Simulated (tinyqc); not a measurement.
Monte Carlo simulation of one carrier in a uniform electric field: one step, computed by the program tinyqc.

The force e F acts along +z. Flights end at the constant total rate Gamma; the part of Gamma that the real rates do not fill is self-scattering, which leaves k unchanged. One valley, no impurities and no intervalley scattering.

Question. Scattering event 2. Parabolic band: E = hbar^2 k^2/(2 m), speed v = hbar k/m, states per spin, volume and energy g(E) = m k/(2 pi^2 hbar^2). Masses are multiplied by m_0 and all formulas are in SI units. Phonon occupation N_q = 1/(exp(hbar w/(k_B T)) - 1). Acoustic deformation potential (elastic, equipartition, absorption and emission together): 1/tau = 2 pi k_B T D_A^2 g(E)/(hbar rho v_l^2). Polar optical, unscreened: W = e^2 w (1/eps_inf - 1/eps_s) m (1 + 2 alpha E') ln|(k + k')/(k - k')| / (4 pi eps_0 hbar^2 k), times N_q for absorption (E' = E + hbar w) and N_q + 1 for emission (E' = E - hbar w > 0), with alpha = 0 for a parabolic band; mean cosine of the angle <cos> = (k^2 + k'^2)/(2 k k') - 1/ln|(k + k')/(k - k')|. Choice: with cumulative rates in the order acoustic, absorption, emission, the process is the first whose sum exceeds r2 Gamma; if none, self-scattering. Final state: E' = E, E + hbar w or E - hbar w gives k'. Isotropic processes: cos(theta) = 1 - 2 r3 from the z axis, phi = 2 pi r4, k' (sin theta cos phi, sin theta sin phi, cos theta). Polar processes: cos(b) = [1 + xi - (1 + 2 xi)^r3]/xi, xi = 2 k k'/(k - k')^2, b from the old direction n; new direction cos b n + sin b (cos phi e1 + sin phi e2), e1 = (z x n)/|z x n|, e2 = n x e1. Use row 2 of the random numbers.

Inputs (values chosen for the exercise, modelled on CdS):
```
quantity                             value    unit
effective mass m                     0.199     m_0
static permittivity eps_s              8.7       -
high-frequency permittivity eps_inf    5.3       -
density rho                           4820  kg/m^3
sound velocity v_l                    4420     m/s
acoustic deformation potential D_A     8.4      eV
optical phonon energy hbar w          37.5     meV
lattice temperature T                  300       K
```

Crystal: polar. Band: parabolic.

k at the end of the flight (1/nm): 0.4433363  -0.0572023  0.3127268

Random numbers (0.02 to 0.98, from up to 60 sets tried for early real events), one row a flight:
```
       r1      r2      r3      r4
1  0.6817  0.1727  0.5756  0.1060
2  0.4800  0.8858  0.3868  0.2115
3  0.5865  0.8879  0.7609  0.1780
4  0.8109  0.1085  0.6157  0.3815
5  0.0438  0.6190  0.2081  0.6736
6  0.7073  0.4211  0.0660  0.8766
7  0.8278  0.2835  0.2547  0.5117
```

Gamma = 85.41972 1e12/s

Constants: hbar = 1.054571817e-34 J s; m_0 = 9.1093837015e-31 kg; e = 1.602176634e-19 C; k_B = 1.380649e-23 J/K; hbar = 6.582119569e-16 eV s; eps_0 = 8.8541878128e-12 F/m; k_B = 8.617333262e-05 eV/K.

Give: cumulative rates; r2 Gamma; process chosen; k after event 2, the start of the next flight.

Answer.

cumulative rates (1e12/s): acoustic 2.14, absorption 20.53, emission 71.18

r2 Gamma = 75.66 1e12/s

Process chosen: self-scattering

k after event 2, the start of the next flight (1/nm): 0.4433  -0.0572  0.3127
